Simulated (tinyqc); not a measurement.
Off-state leakage of single and stacked transistors: one step of the calculation.

n-channel devices of unit width. Subthreshold current I(Vg, Vs, Vd) = I0 (T/300 K)^0.5 exp[(Vg - Vs - VT(T) - gb (Vs - Vb) + dd (Vd - Vs))/(nf Vt)] (1 - exp(-(Vd - Vs)/Vt)), VT(T) = VT - cT (T - 300 K). Gate-edge tunnelling Ig (Vd/1 V) exp(ag (Vd - 1 V)), for a gate at 0 V, and band-to-band leakage Ab u exp(-Bb/u), u = Vd - Vb + 1 V, flow at a drain held at V; both are taken as independent of T. In a stack of off transistors (all gates at 0 V) the same subthreshold current passes through each.

Question. Leakage of one transistor. Vg = Vs = 0, Vd = V; effective threshold VT(T) - gb Vb - dd V.

Inputs (values chosen for the exercise); values of the order met in bulk silicon logic transistors:
```
symbol  value       unit                                             meaning
T         358          K                                         temperature
V         0.9          V                                      supply voltage
VT       0.44          V        threshold at 300 K, zero drain and body bias
cT        0.9       mV/K              fall of the threshold with temperature
I0       0.14      uA/um                       current at threshold at 300 K
nf        1.3                                                   slope factor
dd       0.14                                drain-induced lowering per volt
gb       0.15             rise of the threshold per volt of source-body bias
Ig       1e-6      uA/um                 gate-edge tunnelling current at 1 V
ag        3.1        1/V               exponential slope of the gate current
Ab        100  uA/(um V)      prefactor of band-to-band leakage at the drain
Bb         27          V                             its exponential voltage
Vb          0          V                                        body voltage
```

Constants: q = 1.602176634e-19 C, kB = 1.380649e-23 J/K, Vt = kB T/q. Results are converted to the units shown.

Wanted: effective threshold; parts; total; shares.

Answer.

effective threshold = 0.2618 V
parts (nA/um): subthreshold 0.2236, gate edge 6.601e-4, band-to-band 0.1280
total = 0.3523 nA/um
shares (%): subthreshold 63.48, gate edge 0.1874, band-to-band 36.33

The subthreshold part is the largest.

Numbers from tinyqc (`OMP_NUM_THREADS=1 python tinyqc.py 2242075 2242076 out.jsonl`; about 0.03 s on one thread of a shared Intel Xeon 2.30GHz).
